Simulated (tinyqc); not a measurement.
Solubility, supersaturation, precipitation and gettering of an impurity in a silicon-like host: one step, computed by the program tinyqc. Command: `OMP_NUM_THREADS=1 python tinyqc.py 3024151 3024152 out.jsonl ripen walk`. One thread of a shared host (Intel(R) Xeon(R) Processor @ 2.30GHz), about 0.01 s of CPU time with the checks.

The wafer was saturated at T1 and is then held at T.

Problem. Ham's law for sinks of fixed radius. tau0 = 1/(4 pi n r0 D); C_fixed(t) = C_eq + (C0 - C_eq) exp(-t/tau0). If all excess precipitates, the final radius is r_f = [r0^3 + 3 (C0 - C_eq)/(4 pi n C_p)]^(1/3), with tau_f = 1/(4 pi n r_f D).

Inputs (values chosen for the exercise, for a model impurity):

| quantity | value | unit |
|---|---|---|
| temperature of saturation T1 | 1375 | K |
| anneal temperature T | 932 | K |
| sink density n | 1.8e+10 | 1/cm^3 |
| initial sink radius r0 | 2.5 | nm |
| impurity density in the precipitate C_p | 5.2e+22 | 1/cm^3 |
| anneal time t | 4.9 | s |

D(T) = 8.166595e-07 cm^2/s

C_eq(T) = 1.183927e+09 1/cm^3

C0 = 2.862232e+14 1/cm^3

Give: tau0; C_fixed(t); final radius r_f; tau_f.

Solution.

tau0 = 21.65 s

C_fixed(t) = 2.283e+14 1/cm^3

final radius r_f = 4.459 nm

tau_f = 12.14 s

The sinks grow 1.8 times, so the fixed radius underrates the later rate. Caution: the barrier to homogeneous nucleation is below 35 k_B T for these inputs, so new precipitates would form and outnumber the fixed sinks assumed here.
